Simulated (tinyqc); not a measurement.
# Worked calculation: p-i-n junction, non-linear Poisson equation by Newton steps

Program tinyqc, `OMP_NUM_THREADS=1 python tinyqc.py 2000088 2000089 out.jsonl`; Intel Xeon 2.30GHz, shared host, one thread, about 0.07 s. Printed values are rounded; ~0 in a residual or rate marks an entry under 1e-11 of the largest of its column.

One dimension, p side on the left, n side on the right; net doping C = -Na for x < 0, 0 for 0 < x < Li and +Nd beyond. The potential psi is counted from the intrinsic level, and the quasi-Fermi potentials are flat: 0 for holes and -V for electrons, so n = ni exp((psi + V)/Vt) and p = ni exp(-psi/Vt) (Boltzmann statistics, full ionisation, no current).

Parameters, values chosen for the exercise; band and dielectric values close to those of cadmium telluride:
- T = 293 K (temperature)
- Eg = 1.49 eV (band gap)
- eps_r = 10.2 (relative permittivity)
- Nc = 7.82e17 cm^-3 (conduction-band density of states at T)
- Nv = 1.74e19 cm^-3 (valence-band density of states at T)
- Na = 3.1e16 cm^-3 (acceptor density of the p side)
- Nd = 1.2e17 cm^-3 (donor density of the n side)
- V = -0.5 V (bias of the p side against the n side)
- Li = 160 nm (width of the undoped layer, from x = 0 to Li)

Constants: q = 1.602176634e-19 C, kB = 1.380649e-23 J/K, Vt = kB T/q, eps0 = 8.8541878128e-14 F/cm where lengths are in cm. Results are converted to the units shown.

## Intrinsic density, end potentials and Debye lengths

ni = sqrt(Nc Nv) exp(-Eg/(2 Vt)), Eg in volts; psi_p = -Vt ln(Na/ni), psi_n = Vt ln(Nd/ni) - V; Debye length sqrt(eps0 eps_r Vt/(q N)).

ni = 5.65490e5 cm^-3
psi_p = -0.624335 V
psi_n = 1.15851 V
Debye length, p side = 21.4269 nm
Debye length, n side = 10.8905 nm

## Net doping on the mesh

| node | x (nm) |
|---|---|
| 0 | -490 |
| 1 | -326 |
| 2 | -207 |
| 3 | -122 |
| 4 | -60.4 |
| 5 | -16 |
| 6 | 16 |
| 7 | 52.4 |
| 8 | 93.8 |
| 9 | 141 |
| 10 | 194 |
| 11 | 255 |
| 12 | 324 |

C = -Na for x < 0, 0 for 0 < x < Li and +Nd beyond, taken at the nodes.

| node | net doping C (cm^-3) |
|---|---|
| 0 | -3.1e16 |
| 1 | -3.1e16 |
| 2 | -3.1e16 |
| 3 | -3.1e16 |
| 4 | -3.1e16 |
| 5 | -3.1e16 |
| 6 | 0 |
| 7 | 0 |
| 8 | 0 |
| 9 | 0 |
| 10 | 1.2e17 |
| 11 | 1.2e17 |
| 12 | 1.2e17 |

## Couplings between neighbouring nodes

a_i = eps0 eps_r/h_i for the interval from node i to i + 1, with h_i = x_(i+1) - x_i in cm.

| interval | coupling a_i (F/cm^2) |
|---|---|
| 0 | 5.50687e-8 |
| 1 | 7.58930e-8 |
| 2 | 1.06250e-7 |
| 3 | 1.46612e-7 |
| 4 | 2.03407e-7 |
| 5 | 2.82227e-7 |
| 6 | 2.48112e-7 |
| 7 | 2.18147e-7 |
| 8 | 1.91340e-7 |
| 9 | 1.70401e-7 |
| 10 | 1.48054e-7 |
| 11 | 1.30888e-7 |

## Starting potential

A straight line in x from psi_p = -Vt ln(Na/ni) at the first node to psi_n = Vt ln(Nd/ni) - V at the last.

| node | psi at the start (V) |
|---|---|
| 0 | -0.62433 |
| 1 | -0.26514 |
| 2 | -0.00450 |
| 3 | 0.18167 |
| 4 | 0.31659 |
| 5 | 0.41383 |
| 6 | 0.48392 |
| 7 | 0.56364 |
| 8 | 0.65432 |
| 9 | 0.75770 |
| 10 | 0.87378 |
| 11 | 1.00738 |
| 12 | 1.15851 |

## Iteration 1: densities, residual and Jacobian diagonal

n_i = ni exp((psi_i + V)/Vt), p_i = ni exp(-psi_i/Vt), rho_i = p_i - n_i + C_i, g_i = (n_i + p_i)/Vt. Box widths w_i = (h_(i-1) + h_i)/2 in cm. Residual F_i = a_i (psi_(i+1) - psi_i) - a_(i-1) (psi_i - psi_(i-1)) + q rho_i w_i; Jacobian: a_(i-1) and a_i beside the diagonal, b_i = -a_(i-1) - a_i - q g_i w_i on it. The two end nodes are fixed.

| node | n (cm^-3) | p (cm^-3) |
|---|---|---|
| 0 | 2.58931e-14 | 3.1e16 |
| 1 | 3.90473e-8 | 2.05567e10 |
| 2 | 0.00118769 | 6.75837e5 |
| 3 | 1.89203 | 424.247 |
| 4 | 395.911 | 2.02744 |
| 5 | 18633.2 | 0.0430782 |
| 6 | 2.99110e5 | 0.00268358 |
| 7 | 7.03293e6 | 1.14133e-4 |
| 8 | 2.55157e8 | 3.14585e-6 |
| 9 | 1.53103e10 | 5.24280e-8 |
| 10 | 1.51937e12 | 5.28302e-10 |
| 11 | 3.01807e14 | 2.65960e-12 |
| 12 | 1.2e17 | 6.68905e-15 |

| node | residual F (C/cm^2) | diagonal b (F/cm^2) |
|---|---|---|
| 1 | -7.02794e-8 | -1.30964e-7 |
| 2 | -5.06608e-8 | -1.82143e-7 |
| 3 | -3.64063e-8 | -2.52862e-7 |
| 4 | -2.63238e-8 | -3.50019e-7 |
| 5 | -1.89730e-8 | -4.85634e-7 |
| 6 | ~0 | -5.30339e-7 |
| 7 | -4.38329e-18 | -4.66259e-7 |
| 8 | -1.81101e-16 | -4.09487e-7 |
| 9 | -1.22894e-14 | -3.61742e-7 |
| 10 | 1.09587e-7 | -3.18510e-7 |
| 11 | 1.24655e-7 | -2.91390e-7 |

## Iteration 1: Newton step

Solve the tridiagonal system a_(i-1) d_(i-1) + b_i d_i + a_i d_(i+1) = -F_i for nodes 1 to 11, with d = 0 on fixed nodes. Each component d is damped to sign(d) Vt ln(1 + |d|/Vt) before it is added.

| node | Newton step d, before damping (V) |
|---|---|
| 1 | -1.85940 |
| 2 | -2.28261 |
| 3 | -2.10810 |
| 4 | -1.73331 |
| 5 | -1.33376 |
| 6 | -0.97856 |
| 7 | -0.57453 |
| 8 | -0.11500 |
| 9 | 0.40891 |
| 10 | 0.99720 |
| 11 | 0.93447 |

| node | psi after iteration 1 (V) |
|---|---|
| 0 | -0.62433 |
| 1 | -0.37403 |
| 2 | -0.11851 |
| 3 | 0.06965 |
| 4 | 0.20944 |
| 5 | 0.31320 |
| 6 | 0.39093 |
| 7 | 0.48366 |
| 8 | 0.61103 |
| 9 | 0.82952 |
| 10 | 0.96723 |
| 11 | 1.09923 |
| 12 | 1.15851 |

## Iteration 2: densities, residual and Jacobian diagonal

As before.

| node | n (cm^-3) | p (cm^-3) |
|---|---|---|
| 0 | 2.58931e-14 | 3.1e16 |
| 1 | 5.23120e-10 | 1.53442e12 |
| 2 | 1.29938e-5 | 6.17747e7 |
| 3 | 0.0223927 | 35845.9 |
| 4 | 5.68435 | 141.210 |
| 5 | 346.184 | 2.31867 |
| 6 | 7523.48 | 0.106691 |
| 7 | 2.96063e5 | 0.00271120 |
| 8 | 4.59349e7 | 1.74744e-5 |
| 9 | 2.63262e11 | 3.04900e-9 |
| 10 | 6.15266e13 | 1.30462e-11 |
| 11 | 1.14718e16 | 6.99705e-14 |
| 12 | 1.2e17 | 6.68905e-15 |

| node | residual F (C/cm^2) | diagonal b (F/cm^2) |
|---|---|---|
| 1 | -6.46677e-8 | -1.31100e-7 |
| 2 | -5.00617e-8 | -1.82143e-7 |
| 3 | -3.59020e-8 | -2.52862e-7 |
| 4 | -2.57152e-8 | -3.50019e-7 |
| 5 | -1.81379e-8 | -4.85634e-7 |
| 6 | 1.06743e-9 | -5.30339e-7 |
| 7 | 4.77756e-9 | -4.66259e-7 |
| 8 | 1.40226e-8 | -4.09487e-7 |
| 9 | -1.83414e-8 | -3.61750e-7 |
| 10 | 1.05611e-7 | -3.20680e-7 |
| 11 | 1.01237e-7 | -7.52108e-7 |

## Iteration 2: Newton step

As before.

| node | Newton step d, before damping (V) |
|---|---|
| 1 | -1.89046 |
| 2 | -2.41355 |
| 3 | -2.31601 |
| 4 | -2.00044 |
| 5 | -1.64657 |
| 6 | -1.32725 |
| 7 | -0.96834 |
| 8 | -0.58202 |
| 9 | -0.21487 |
| 10 | 0.30502 |
| 11 | 0.19465 |

| node | psi after iteration 2 (V) |
|---|---|
| 0 | -0.62433 |
| 1 | -0.48333 |
| 2 | -0.23391 |
| 3 | -0.04472 |
| 4 | 0.09873 |
| 5 | 0.20733 |
| 6 | 0.29042 |
| 7 | 0.39093 |
| 8 | 0.53073 |
| 9 | 0.77265 |
| 10 | 1.03215 |
| 11 | 1.15388 |
| 12 | 1.15851 |

## Iteration 3: densities, residual and Jacobian diagonal

As before.

| node | n (cm^-3) | p (cm^-3) |
|---|---|---|
| 0 | 2.58931e-14 | 3.1e16 |
| 1 | 6.89464e-12 | 1.16422e14 |
| 2 | 1.34524e-7 | 5.96685e9 |
| 3 | 2.41489e-4 | 3.32390e6 |
| 4 | 0.0708514 | 11329.2 |
| 5 | 5.22829 | 153.527 |
| 6 | 140.450 | 5.71511 |
| 7 | 7523.47 | 0.106691 |
| 8 | 1.90986e6 | 4.20286e-4 |
| 9 | 2.76823e10 | 2.89963e-8 |
| 10 | 8.04813e14 | 9.97358e-13 |
| 11 | 9.99106e16 | 8.03405e-15 |
| 12 | 1.2e17 | 6.68905e-15 |

| node | residual F (C/cm^2) | diagonal b (F/cm^2) |
|---|---|---|
| 1 | -5.88506e-8 | -1.41415e-7 |
| 2 | -4.94896e-8 | -1.82144e-7 |
| 3 | -3.54756e-8 | -2.52862e-7 |
| 4 | -2.52651e-8 | -3.50019e-7 |
| 5 | -1.76136e-8 | -4.85634e-7 |
| 6 | 1.48899e-9 | -5.30339e-7 |
| 7 | 5.55746e-9 | -4.66259e-7 |
| 8 | 1.57933e-8 | -4.09487e-7 |
| 9 | -2.07096e-9 | -3.61743e-7 |
| 10 | 8.26587e-8 | -3.47565e-7 |
| 11 | 3.50359e-9 | -4.39987e-6 |

## Iteration 3: Newton step

As before.

| node | Newton step d, before damping (V) |
|---|---|
| 1 | -1.58189 |
| 2 | -2.17217 |
| 3 | -2.12802 |
| 4 | -1.85406 |
| 5 | -1.53239 |
| 6 | -1.23814 |
| 7 | -0.90943 |
| 8 | -0.56105 |
| 9 | -0.24640 |
| 10 | 0.11907 |
| 11 | 0.00480 |

| node | psi after iteration 3 (V) |
|---|---|
| 0 | -0.62433 |
| 1 | -0.58820 |
| 2 | -0.34667 |
| 3 | -0.15698 |
| 4 | -0.01009 |
| 5 | 0.10325 |
| 6 | 0.19163 |
| 7 | 0.29975 |
| 8 | 0.45132 |
| 9 | 0.71267 |
| 10 | 1.07616 |
| 11 | 1.15828 |
| 12 | 1.15851 |

## Course of the Newton iteration

Stop when the largest undamped |d| is below 1e-9 V, or after 80 iterations.

Course of the iteration:

| iteration | largest \|F\| (C/cm^2) | largest \|d\| (V) | at node |
|---|---|---|---|
| 1 | 1.25e-7 | 2.28 | 2 |
| 2 | 1.06e-7 | 2.41 | 2 |
| 3 | 8.27e-8 | 2.17 | 2 |
| 4 | 5.56e-8 | 1.19 | 3 |
| 5 | 5.80e-8 | 1.05 | 3 |
| 6 | 5.82e-8 | 0.751 | 3 |
| 7 | 3.55e-8 | 0.358 | 4 |
| 8 | 2.72e-8 | 0.262 | 4 |
| 9 | 1.99e-8 | 0.124 | 4 |
| 10 | 1.45e-8 | 0.0432 | 4 |
| 11 | 6.16e-9 | 0.0180 | 8 |
| 12 | 1.37e-9 | 4.45e-3 | 8 |
| 13 | 8.82e-11 | 3.56e-4 | 8 |
| 14 | 6.17e-13 | 2.51e-6 | 8 |
| 15 | 3.59e-17 | 1.25e-10 | 8 |

Converged in 15 iterations. Once the step is below 0.1 Vt, 2 more iteration(s) reach the threshold: near the solution the error is roughly squared each time.

## Converged densities, field and charge

| node | converged psi (V) |
|---|---|
| 0 | -0.62433 |
| 1 | -0.62432 |
| 2 | -0.62367 |
| 3 | -0.61091 |
| 4 | -0.49929 |
| 5 | -0.29033 |
| 6 | -0.07251 |
| 7 | 0.17527 |
| 8 | 0.45708 |
| 9 | 0.77837 |
| 10 | 1.13915 |
| 11 | 1.15796 |
| 12 | 1.15851 |

n and p as above; field E_i = -(psi_(i+1) - psi_i)/h_i on each interval; charge on either side of the peak Q = eps0 eps_r |E|max (Gauss).

| node | n (cm^-3) | p (cm^-3) |
|---|---|---|
| 0 | 2.58931e-14 | 3.1e16 |
| 1 | 2.59107e-14 | 3.09789e16 |
| 2 | 2.65788e-14 | 3.02002e16 |
| 3 | 4.40572e-14 | 1.82192e16 |
| 4 | 3.66466e-12 | 2.19034e14 |
| 5 | 1.43952e-8 | 5.57608e10 |
| 6 | 8.03421e-5 | 9.99086e6 |
| 7 | 1.46840 | 546.640 |
| 8 | 1.03317e5 | 0.00776916 |
| 9 | 3.47211e10 | 2.31181e-8 |
| 10 | 5.57328e16 | 1.44024e-14 |
| 11 | 1.17396e17 | 6.83745e-15 |
| 12 | 1.2e17 | 6.68905e-15 |

| interval | field E (kV/cm) |
|---|---|
| 0 | -0.0010 |
| 1 | -0.0540 |
| 2 | -1.5012 |
| 3 | -18.1209 |
| 4 | -47.0623 |
| 5 | -68.0704 |
| 6 | -68.0704 |
| 7 | -68.0704 |
| 8 | -68.0704 |
| 9 | -68.0704 |
| 10 | -3.0836 |
| 11 | -0.0803 |

peak |E| = 68.0704 kV/cm
charge Q = 61.4762 nC/cm^2

A mesh of more than 1000 nodes gives a peak field of 71.63 kV/cm; the 13-node value is 5.0 % below it.
